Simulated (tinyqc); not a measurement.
What moves the Fermi level: Fermi-Dirac statistics of conduction electrons.

Non-parabolic band E (1 + alpha E) = c k^2/m: n = Nc (2/sqrt(pi)) integral_0^infinity sqrt(x (1 + a x)) (1 + 2 a x) dx/(1 + exp(x - eta)) with a = alpha kT and eta = (EF - Ec)/kT; a = 0 gives n = Nc F_1/2(eta).

Constants: hbar^2/2m0 = 3.80998211 eV angstrom^2; kB = 8.617333262e-05 eV/K.

Parameters, chosen for this exercise (near those of GaAs, lowest valleys alone; not measured data):
- m = 0.0675 m0 (density-of-states mass of the conduction band)
- T = 200 K
- n = 1.5e+17 1/cm^3 (electron density)
- alpha = 0.6 1/eV (non-parabolicity)

N = 2 (m kB T/(4 pi c))^(3/2) with c = hbar^2/2m0, in 1/angstrom^3; times 1e24 for 1/cm^3.

Results for these values:

| case | parabolic EF - Ec (meV) | non-parabolic EF - Ec (meV) |
|---|---|---|
| base | -4.29 | -5.17 |

What happens to each result for m = 0.0608 m0, all else kept?

Answer: parabolic EF - Ec rises from -4.29 to -0.95; non-parabolic EF - Ec rises from -5.17 to -1.87.

The same for each parameter in turn:

| case | parabolic EF - Ec (meV) | non-parabolic EF - Ec (meV) |
|---|---|---|
| base | -4.29 | -5.17 |
| m = 0.0608 m0 | -0.95 | -1.87 |
| T = 175 K | 0.00 | -0.72 |
| n = 3e+17 1/cm^3 | 11.38 | 10.25 |
| alpha = 0.9 1/eV | -4.29 | -5.60 |

tinyqc: `OMP_NUM_THREADS=1 python tinyqc.py 1680202 1680203 out.jsonl`; about 0.01 s, one thread, shared Intel(R) Xeon(R) Processor @ 2.30GHz.
